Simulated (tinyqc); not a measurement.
# Delay unit and parasitic delay from two ring oscillators

Question. A ring of 31 inverters oscillates at 1/(2 x 31 d), with stage delay d = tau (h + p) for fan-out h. Find tau, p and the delay at fan-out 4.

frequencies of 31-stage ring oscillators with fan-out 2 and 5 (GHz): [2.3878943, 1.1633331]

Answer. d is a straight line in h with slope tau and intercept tau p.

tau = 2.37 ps
p = 0.850
delay at fan-out 4 = 11.5 ps

tinyqc, about 0.01 s, one thread, Intel Xeon 2.30GHz (shared host): `OMP_NUM_THREADS=1 python tinyqc.py 2082124 2082125 out.jsonl`
